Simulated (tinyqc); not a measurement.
Standing waves and exposure in a photoresist film: sweeps and comparisons. A value that a table varies takes the place of the one given here.

Normal incidence from air. Unexposed resist: N1 = n1 + i k1 with k1 = (A + B) lam/(4 pi), lam in micrometres. r01 = (1 - N1)/(1 + N1), t01 = 2/(1 + N1). Substrate Ns = ns + i ks: r12 = (N1 - Ns)/(N1 + Ns). With p = exp(2 pi i N1 d/lam), the field at depth z is E(z) = t01 [exp(2 pi i N1 z/lam) + r12 p^2 exp(-2 pi i N1 z/lam)]/(1 + r01 r12 p^2), the relative intensity I(z) = n1 |E(z)|^2 and the reflectance R = |(r01 + r12 p^2)/(1 + r01 r12 p^2)|^2.

Inputs chosen for the exercise (a resist on Cu, indices near tabulated ones; the results hold for these values, not for the real material):

| symbol | value | unit | meaning |
|---|---|---|---|
| lam | 193 | nm | vacuum wavelength |
| n1 | 1.719 |  | resist index |
| A | 0.06 | 1/micrometre | bleachable absorption (Dill A) |
| B | 1.18 | 1/micrometre | fixed absorption (Dill B) |
| d | 159 | nm | resist thickness |
| ns | 0.974 |  | substrate n |
| ks | 1.365 |  | substrate k |

## Swing of the coupled dose with resist thickness

The mean of I is taken over 800 depths; the relative dose to clear is taken as 1/(mean of I over the lowest period, 60 depths), scaled to 1 in the first row.

Swing:

| d (nm) | R | mean I | relative dose |
|---|---|---|---|
| 159.0 | 0.3627 | 0.8711 | 1.000 |
| 168.4 | 0.2375 | 1.0139 | 0.845 |
| 177.7 | 0.0597 | 1.2522 | 0.701 |
| 187.1 | 0.0584 | 1.2673 | 0.719 |
| 196.4 | 0.2246 | 1.0393 | 0.891 |
| 205.8 | 0.3395 | 0.8630 | 1.058 |
| 215.1 | 0.3373 | 0.8376 | 1.060 |
| 224.5 | 0.2165 | 0.9692 | 0.906 |
| 233.8 | 0.0485 | 1.1743 | 0.762 |
| 243.2 | 0.0469 | 1.1817 | 0.780 |
| 252.6 | 0.2058 | 0.9793 | 0.955 |
| 261.9 | 0.3160 | 0.8266 | 1.120 |
| 271.3 | 0.3136 | 0.8080 | 1.123 |

The period is 56.1 nm, six rows. The relative dose swings between 0.701 and 1.123, a ratio (max - min)/mean of 0.461, against the estimate 4 sqrt(|r01|^2 |r12|^2) exp(-(A + B) d) = 0.441 for the oscillating part alone; the ratio from the table also holds the slow rise from absorption, 12.3 % over two periods, so the two are not strictly comparable. The dose is least sensitive to thickness at an extremum; the lowest dose listed is at 177.7 nm.

## What moves the exposure

The mean of I is over 800 depths. Each row changes one parameter from the base and keeps the others.

Results:

| case | \|r12\|^2 | R | mean I | I at the bottom |
|---|---|---|---|---|
| base | 0.2581 | 0.3627 | 0.8711 | 0.8217 |
| d = 169 nm | 0.2581 | 0.2260 | 1.0286 | 0.9857 |
| n1 = 1.736 | 0.2584 | 0.3535 | 0.8796 | 0.8431 |
| B = 1.38 1/micrometre | 0.2570 | 0.3503 | 0.8576 | 0.8002 |
| ks = 1.228 | 0.2290 | 0.3351 | 0.8669 | 0.8718 |
| ns = 1.071 | 0.2301 | 0.3436 | 0.8603 | 0.7813 |

The largest shifts from the base row, up to three for each result and ties (the steps differ in size, so this ranks the rows, not the parameters). |r12|^2: ks -0.0292, ns -0.0281, B -0.0011; unchanged at the printed digits by d. R: d -0.1367, ks -0.0276, ns -0.0191. mean I: d +0.1575, B -0.0135, ns -0.0108. I at the bottom: d +0.1640, ks +0.0501, ns -0.0404.

tinyqc: `OMP_NUM_THREADS=1 python tinyqc.py 1652247 1652248 out.jsonl`; about 0.01 s, one thread, shared Intel(R) Xeon(R) Processor @ 2.30GHz.
